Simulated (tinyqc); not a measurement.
What moves the results: free and nearly free electrons in a metal. A value that a table varies takes the place of the one given here.

The cubic cell holds 2 atoms: n = 2 z/a^3, kF = (3 pi^2 n)^(1/3), EF = c kF^2/m, vF = 2 c kF/(m hbar), c = hbar^2/2m0; rs = (3/(4 pi n))^(1/3)/a0; D(EF) = 3 n/(2 EF).

Two plane waves k and k - G, G = (110) (2 pi/a): H = [[c k^2/m, V], [V, c (k - G)^2/m]] with c = hbar^2/2m0.

Square wire of width w with grain size w: rho/rho0 = 1/(1 - 3 al/2 + 3 al^2 - 3 al^3 ln(1 + 1/al)) + (3/4) (1 - p) l/w, with al = (l/w) Rg/(1 - Rg) (Mayadas-Shatzkes plus the thick-wire form of Fuchs-Sondheimer); l = hbar kF/(n e^2 rho), e = 1.602176634e-19 C.

Constants: hbar^2/2m0 = 3.80998211 eV angstrom^2; hbar = 6.58211957e-16 eV s; a0 (Bohr radius) = 0.5291772105 angstrom.

Parameters, chosen for this exercise (near those of Na; not measured data):
- a = 4.227 angstrom (bcc lattice constant)
- z = 1 (free electrons an atom)
- m = 1 m0 (mass)
- rho = 5.21 micro-ohm cm (bulk resistivity)
- p = 0.2 (specularity of the surfaces)
- Rg = 0.25 (reflection at grain boundaries)
- w = 20 nm (wire width)

## When the Fermi surface touches the face

On the face the lower band is E = c (G^2/4 + q^2)/m - V, q along the face. EF is held at its free value. A neck opens where EF > c G^2/(4m) - V, with radius q; the second band fills where EF > c G^2/(4m) + V.

Necks:
```
V (eV)  lower band at the face centre (eV)  neck radius (1/angstrom)  radius/kF
0.2                                  4.009                         -          -
0.5                                  3.709                         -          -
0.8                                  3.409                         -          -
1.1                                  3.109                    0.1851      0.201
1.4                                  2.809                    0.3362      0.365
1.8                                  2.409                    0.4669      0.506
2.2                                  2.009                    0.5683      0.616
2.6                                  1.609                    0.6542      0.709
```

EF = 3.240 eV
c G^2/(4m) = 4.209 eV

Contact needs V > 0.969 eV. It is first met at V = 1.1 eV of those listed, and the radius then grows as the square root of the excess, to 0.709 kF at 2.6 eV. EF is held at its free value here; a count of states lowers it as V grows, strongly for V of an eV or more, so the threshold is a lower bound, the radii are upper bounds, and some necks may vanish.

## Resistivity of narrow wires

Wires:
```
w (nm)     al  grain term (factor - 1)  surface term  rho (micro-ohm cm)
200     0.046                    0.068         0.082                5.99
100     0.092                    0.134         0.165                6.76
50      0.183                    0.263         0.329                8.30
30      0.305                    0.433         0.549               10.33
20      0.458                    0.643         0.824               12.85
14      0.654                    0.910         1.177               16.08
10      0.915                    1.264         1.647               20.38
7       1.308                    1.791         2.354               26.81
```

l = 27.46 nm

At 7 nm the resistivity is 5.14 times the bulk value; surfaces add more (1.79 from grains, 2.35 from surfaces). It passes twice the bulk value between 30 and 20 nm. The surface formula is meant for w above l = 27 nm, so the rows below that are rough.

## What sets the wire resistivity

All results formed anew. Each row changes one parameter from the base and keeps the others.

Results:
```
case                      EF (eV)  l (nm)  wire rho (micro-ohm cm)
base                        3.240   27.46                   12.850
a = 4.354 angstrom          3.053   29.13                   13.311
m = 1.2 m0                  2.700   27.46                   12.850
rho = 6.252 micro-ohm cm    3.240   22.88                   13.909
p = 0.5                     3.240   27.46                   11.241
Rg = 0.175                  3.240   27.46                   11.658
w = 14 nm                   3.240   27.46                   16.081
```

The largest shifts from the base row, up to three for each result and ties (the steps differ in size, so this ranks the rows, not the parameters). EF (eV): m -0.540, a -0.186; unchanged at the printed digits by rho, p, Rg and w. l (nm): rho -4.58, a +1.67; unchanged at the printed digits by m, p, Rg and w. wire rho (micro-ohm cm): w +3.231, p -1.609, Rg -1.192; unchanged at the printed digits by m. The mass drops out of l at given rho, because vF falls and tau rises by the same factor.

(tinyqc, `OMP_NUM_THREADS=1 python tinyqc.py 1651938 1651939 out.jsonl`, Intel(R) Xeon(R) Processor @ 2.30GHz, 1 thread, shared host, about 0.01 s.)
